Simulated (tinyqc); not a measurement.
Hot electrons in a saturated n-channel MOSFET, lucky-electron model: two steps of the calculation.

Beyond pinch-off the lateral field grows as Esat cosh(y/l) over the velocity-saturated region (pseudo-two-dimensional model). Impact ionisation in this region gives the substrate current, which biases the body forward through Rsub. Currents are per width. Local-field laws: they overstate ionisation when the field peak is narrower than an energy relaxation length.

Values chosen for this exercise; values close to those of silicon n-channel devices: channel length L = 0.5 um; oxide thickness tox = 12 nm; threshold VT = 0.65 V; saturation velocity vs = 9.8e6 cm/s; ionisation prefactor Ai = 2e6 1/cm; ionisation field Bi = 1.67 MV/cm; resistance of the lightly doped drain Rd = 0 ohm um; substrate resistance Rsub = 6900 ohm um; fall of VT per volt of forward body bias kb = 0.33; hot-electron mean free path lm = 9.7 nm; oxide barrier pb = 3.2 V; prefactor of the gate current Cg = 0.0014; lifetime exponent m = 2.7; lifetime constant Hl = 2600 s uA/um; drain voltage Vd = 2.9 V; gate voltage Vg = 1.8 V.

Constants: eps0 = 8.8541878128e-14 F/cm where lengths are in cm. Results are converted to the units shown.

Question 1. Body bias from the substrate current. Cox = 3.9 eps0/tox. Overdrive g = Vg - VT + kb Vb; Vdsat = g Esat L/(g + Esat L); Id = Cox vs (g - Vdsat); dV = Vd - Id Rd - Vdsat; Em = sqrt((dV/l)^2 + Esat^2); Isub = Id (Ai/Bi) l Em exp(-Bi/Em). Vb(new) = Rsub Isub.

Vb at the start = 0 V
l = 86.948260 nm
Esat = 0.067586207 MV/cm

Wanted: Vdsat; Id; dV; Em; Isub; Vb after iteration 1.

Answer 1.

Vdsat = 0.85801 V
Id = 82.342 uA/um
dV = 2.0420 V
Em = 0.24438 MV/cm
Isub = 0.22568 uA/um
Vb after iteration 1 = 0.0015572 V

Question 2. Gate current, lifetime and channel shortening. Ig = Cg Id exp(-pb/(lm Em)); lifetime tau = (Hl/Id)(Isub/Id)^(-m); length of the saturated region dL = l ln[(dV/l + Em)/Esat]. 1 year = 3.15576e7 s.

Id = 82.406308 uA/um
dV = 2.0417011 V
Em = 0.24435089 MV/cm
Isub = 0.22562744 uA/um
l = 86.948260 nm
Esat = 0.067586207 MV/cm

Wanted: Isub/Id; Ig; tau; dL.

Answer 2.

Isub/Id = 0.002738
Ig = 0.1580 pA/um
tau = 8.296 years
dL = 170.3 nm

The lifetime misses ten years.

tinyqc, about 0.01 s, one thread, Intel Xeon 2.30GHz (shared host): `OMP_NUM_THREADS=1 python tinyqc.py 2550060 2550061 out.jsonl`
